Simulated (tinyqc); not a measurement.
Deep-level transient spectroscopy: the DLTS spectrum.

Schottky contact on an n-type layer with shallow donors Nd (all ionised) and a donor-like deep trap, neutral when filled and positive when empty; depletion approximation. Traps within lam of the depletion edge stay filled. A long pulse to Vp fills the traps beyond x1 = Wp - lam; back at Vr those between x1 and x2 = Wr - lam emit. A rate window reads S = C(t2) - C(t1).

Emission rate en = sn vth(T) Nc(T) exp(-Et/kB T) = sn g T^2 exp(-Et/kB T), g = vth Nc/(300 K)^2, as vth goes as T^0.5 and Nc as T^1.5 (degeneracy factor 1). lam = sqrt(2 eps0 eps_r (EF - ET)/(q Nd)), EF - ET = Et - (kB T/q) ln(Nc(T)/Nd), Nc(T) = Nc (T/300 K)^1.5. In the steady state at the band bending V, 2 eps0 eps_r V/q = Nd W^2 + Nt (W - lam)^2 (the second term only if W > lam). W(t)^2 = Wr^2 + (Nt/Nd)(x2^2 - x1^2) exp(-en t), C = eps0 eps_r/W; for small Nt, dC/C = -(Nt/2 Nd) G exp(-en t) with G = (x2^2 - x1^2)/Wr^2. For an exponential transient S peaks where en = ew = ln(t2/t1)/(t2 - t1).

Values chosen for this exercise; material values close to those of 4H silicon carbide: relative permittivity eps_r = 9.85; conduction-band density of states at 300 K Nc = 1.67e19 cm^-3; thermal velocity at 300 K vth = 1.9e7 cm/s; shallow donor density Nd = 5.9e16 cm^-3; built-in voltage Vbi = 1.21 V; depth of the trap below the conduction edge Et = 0.25 eV; capture cross-section sn = 1.5e-16 cm^2; trap density Nt = 6.5e15 cm^-3; reverse bias Vr = 6.1 V; reverse bias during the filling pulse Vp = 0.5 V; first sampling time t1 = 1 ms; second sampling time t2 = 2.5 ms.

Constants: q = 1.602176634e-19 C, kB = 1.380649e-23 J/K, eps0 = 8.8541878128e-14 F/cm where lengths are in cm. Results are converted to the units shown.

Results:

| T (K) | en (1/s) | S (pF/cm^2) |
|---|---|---|
| 143 | 16.718 | 17.713 |
| 149 | 41.085 | 41.969 |
| 154 | 82.585 | 79.107 |
| 165 | 332.86 | 214.45 |
| 171 | 662.54 | 253.08 |
| 176 | 1136.5 | 208.38 |
| 182 | 2092.6 | 95.059 |
| 188 | 3713.7 | 19.724 |
| 193 | 5837.5 | 2.3752 |
| 199 | 9764.4 | 0.046948 |
| 204 | 14668 | 3.4908e-4 |

Estimate the missing row, T = 160 K.

Computed row:

| T (K) | en (1/s) | S (pF/cm^2) |
|---|---|---|
| 160 | 180.68 | 148.27 |

With this row back in the table: S goes from 17.7 through a maximum of 253 (at T = 171 K among the rows listed) to 3.49e-4 pF/cm^2; en equals ew = 611 1/s at 170.3 K. Colder, the trap has hardly emitted by t2; warmer, it is empty before t1. Rows above half of the largest S span 160 to 176 K.

Range of the model: With Nt above a tenth of Nd the edge x2 moves during the transient, which this model holds fixed, and the transient is not a plain exponential.

tinyqc, about 0.01 s, one thread, Intel Xeon 2.30GHz (shared host): `OMP_NUM_THREADS=1 python tinyqc.py 2050038 2050039 out.jsonl`
